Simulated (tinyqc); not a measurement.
Tail length against growth temperature: equilibrium and kinetic segregation of a solute to boundaries and growing surfaces. Computed by tinyqc, a small Python program. Command: `OMP_NUM_THREADS=1 python tinyqc.py 3011122 3011123 out.jsonl segreg walk`. One thread of a shared host (Intel(R) Xeon(R) Processor @ 2.30GHz), about 0.01 s of CPU time with the checks.

Inputs (values chosen for the exercise, modelled on phosphorus in polycrystalline silicon): exchange barrier E_b = 1.97 eV; surface segregation energy E_s = 0.4 eV; growth rate = 0.82 monolayers/s.

Constants: k_B = 8.617333262e-05 eV/K.

Method. Two-state exchange during growth, dilute: jump up r_u = nu exp(-E_b/(k_B T_g)), jump back r_d = r_u exp(-E_s/(k_B T_g)), nu = 1e13 1/s. In the time 1/R of one monolayer the share carried up is p = [r_u/(r_u + r_d)] [1 - exp(-(r_u + r_d)/R)]; the tail decays as p^n, length -1/ln p monolayers; the equilibrium limit has p = r_u/(r_u + r_d).

Exchange model:
```
T_g (K)       r_u/R        p  length (monolayers)  equilibrium limit
652      7.2216e-03  0.00720           2.0266e-01             1236.1
698      7.2807e-02  0.07022           3.7648e-01              773.4
736      3.9497e-01  0.32619           8.9264e-01              548.8
774      1.8149e+00  0.83580           5.5750e+00              402.8
804      5.4636e+00  0.99275           1.3736e+02              322.1
835      1.5701e+01  0.99616           2.6007e+02              260.1
880      6.3673e+01  0.99491           1.9585e+02              195.8
948      4.1042e+02  0.99258           1.3431e+02              134.3
1062     5.4632e+03  0.98752           7.9607e+01               79.6
```

What follows from these numbers?

The length peaks among these rows at 835 K with 260 monolayers. Below, exchange freezes (r_u/R = 0.0072 in the first row); above, the length follows the equilibrium limit, about exp(E_s/(k_B T)), down to 79.6.

Extremes, crossings and ranges named in words are read from the listed rows.
